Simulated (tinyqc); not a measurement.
What the thin-film term adds: Deal-Grove kinetics of thermal oxidation of silicon. Computed by tinyqc, a small Python program. Command: `OMP_NUM_THREADS=1 python tinyqc.py 3015566 3015567 out.jsonl oxide walk`. One thread of a shared host (Intel(R) Xeon(R) Processor @ 2.30GHz), about 0.08 s of CPU time with the checks.

Oxidant diffuses through the oxide and reacts at the interface, so that dx/dt = B/(A + 2x) for the oxide thickness x.

Inputs (values chosen for the exercise, close to those used for silicon): prefactor B0 = 670 um^2/h; activation energy E_B = 1.24 eV; prefactor (B/A)0 = 3.18e+06 um/h; activation energy E_A = 2 eV; temperature T = 975 C; oxidant pressure p = 1 atm; pressure exponent m of B/A = 0.75; initial oxide x_i = 0.01 um; ratio c of the extra rate to B/A = 3.3; decay length L = 0.0056 um.

Ambient: dry oxygen. Surface: (100). Extension: thin-film term.

Constants: k_B = 8.617333262e-05 eV/K.

Method:
- B = B0 p exp(-E_B/(k_B T)), B/A = (B/A)0 p^m exp(-E_A/(k_B T)), p in atm; A = B/(B/A).
- Temperatures in kelvin are T(C) + 273.15.
- tau = (x_i^2 + A x_i)/B and x = (A/2) [sqrt(1 + 4 B (t + tau)/A^2) - 1], the root of x^2 + A x = B (t + tau).
- Thin-film (Massoud) form: dx/dt = B/(A + 2x) + c (B/A) exp(-x/L), integrated from x_i by fourth-order Runge-Kutta in 2000 steps, the i-th of length (2 i - 1) t/2000^2.

length A = 0.246817 um

parabolic constant B = 0.00659485 um^2/h

linear constant B/A = 0.0267196 um/h

Thickness:
```
t (h)  Deal-Grove (um)  with the term (um)  difference (nm)
0.02           0.01049             0.01077           0.2756
0.05           0.01123             0.01185           0.6242
0.1            0.01245             0.01352           1.0745
0.3            0.01722             0.01921           1.9923
1              0.03277             0.03516           2.3845
3              0.07045             0.07242           1.9646
10             0.16598             0.16730           1.3198
30             0.34097             0.34179           0.8236
```

What does the comparison show, and why?

The gain reaches at most 2.38 nm among these rows, at 1 h, and then shrinks, because the thicker film grows more slowly once diffusion matters. If the base rate kept its starting value B/(A + 2 x_i), the gain would level off at L ln(1 + c (1 + 2 x_i/A) exp(-x_i/L)) = 2.63 nm.
